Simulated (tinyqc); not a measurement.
Composition and strain of an epitaxial Si(1-x)Ge(x) layer from Raman and X-ray peaks: one step, computed by the program tinyqc. Command: `OMP_NUM_THREADS=1 python tinyqc.py 3005021 3005022 out.jsonl epiraman walk`. One thread of a shared host (Intel(R) Xeon(R) Processor @ 2.30GHz), about 0.01 s of CPU time with the checks.

A (001) layer, biaxially strained in the plane. The Raman peaks follow empirical lines omega = w0 + c1 x + c3 x^3 + b eps (c3 for Si-Ge alone), with eps the in-plane strain.

Task: Raman peaks. Insert x and eps in the three lines; the strain part is b eps.

Inputs (values chosen for the exercise, modelled on silicon-germanium):
```
quantity,value,unit
Ge fraction x,0.71,-
Si-Si: w0,520.9,1/cm
Si-Si: c1,-65.6,1/cm
Si-Si: strain coefficient b,-776,1/cm
Si-Ge: w0,399.8,1/cm
Si-Ge: c1,23.8,1/cm
Si-Ge: c3,-30.9,1/cm
Si-Ge: strain coefficient b,-561,1/cm
Ge-Ge: w0,280.2,1/cm
Ge-Ge: c1,19.2,1/cm
Ge-Ge: strain coefficient b,-460,1/cm
```

Substrate: silicon.

in-plane strain eps = -27.89005 per mille

Give: Si-Si peak; Si-Ge peak; Ge-Ge peak; strain parts.

Result:

Si-Si peak = 495.97 1/cm

Si-Ge peak = 421.28 1/cm

Ge-Ge peak = 306.66 1/cm

strain parts (1/cm): Si-Si 21.643, Si-Ge 15.646, Ge-Ge 12.829

Read as unstrained, the Si-Si peak would give x = 0.380 in place of 0.71. Caution: strains above 2 % survive only in layers a few nanometres thick, and the linear relations lose accuracy.
